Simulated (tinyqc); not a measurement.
Read current of a NAND string, cells in series solved by shooting: one step of the calculation.

Cells in series, numbered from 0 at the source line (0 V) to the bit line, each followed by a gap resistance Rg. A cell with gate Vg, threshold VT, source Vs and drain Vd passes I = 2 nf K Vt^2 [F(Vs) - F(Vd)]/(1 + th max(Vg - VT, 0)), F(V) = ln^2(1 + exp((Vg - VT - nf V)/(2 nf Vt))). The selected cell has Vg = Vr, the others Vg = Vp.

Task. Node voltages for a trial current. For a trial current I start at 0 V and, cell by cell (the selected one is cell 2), solve for the drain: sqrt(F(Vd)) = sqrt(F(Vs) - I/k), k = 2 nf K Vt^2/(1 + th max(Vg - VT, 0)), Vd = [Vg - VT - 2 nf Vt ln(exp(sqrt F) - 1)]/nf, then add I Rg.

Inputs (values chosen for the exercise); values of the order met in vertical NAND strings: temperature T = 300 K; gain factor of a cell K = 4.3 uA/V^2; slope factor nf = 2.1; mobility reduction factor th = 0.15 1/V; resistance of the gap between cells Rg = 6.8 kohm; bit-line voltage Vbl = 0.3 V; pass voltage Vp = 7.7 V; read voltage on the selected word line Vr = 2.82 V.

Constants: q = 1.602176634e-19 C, kB = 1.380649e-23 J/K, Vt = kB T/q. Results are converted to the units shown.

first trial current = 0.13 uA
thresholds from the source end, cell 0 to 4 (V): -0.7  -0.7  2.3  -0.7  4.6

Give: node voltage after each cell and gap, trial 1.

Result.

node voltage after each cell and gap, trial 1, cell 0 to 4 (V): 0.009026  0.01807  0.1034  0.1127  0.1291

tinyqc, about 0.3 s, one thread, Intel Xeon 2.30GHz (shared host): `OMP_NUM_THREADS=1 python tinyqc.py 2142246 2142247 out.jsonl`
